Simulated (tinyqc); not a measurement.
Perpendicular magnetic tunnel junction: magnetoresistance, thermal stability and spin-torque switching: one step of the calculation.

A circular free layer treated as one macrospin with its easy axis out of plane. mu0 = 1.25663706212e-6 H/m, gyromagnetic ratio q/m0 (g = 2). Magnetic parameters are taken as given at T.

Problem. Retention of the array. A bit flips thermally at the rate exp(-Delta)/t0; the chance that any of N bits flips in ten years (3.15576e8 s) is 1 - exp[-N (time/t0) exp(-Delta)]. The Delta needed for a chance of 1e-4 follows by inversion.

Inputs (values chosen for the exercise):

| symbol | value | unit | meaning |
|---|---|---|---|
| t0 | 1 | ns | attempt time |
| N | 1.34e8 |  | bits |

Delta = 59.868230

Give: mean life of one bit; expected flips in ten years; Delta needed.

Solution.

mean life of one bit = 3.172e9 years
expected flips in ten years = 0.4224
Delta needed = 68.22

Delta falls short of the need by 8.35.

Program tinyqc, `OMP_NUM_THREADS=1 python tinyqc.py 2450131 2450132 out.jsonl`; Intel Xeon 2.30GHz, shared host, one thread, about 0.01 s.
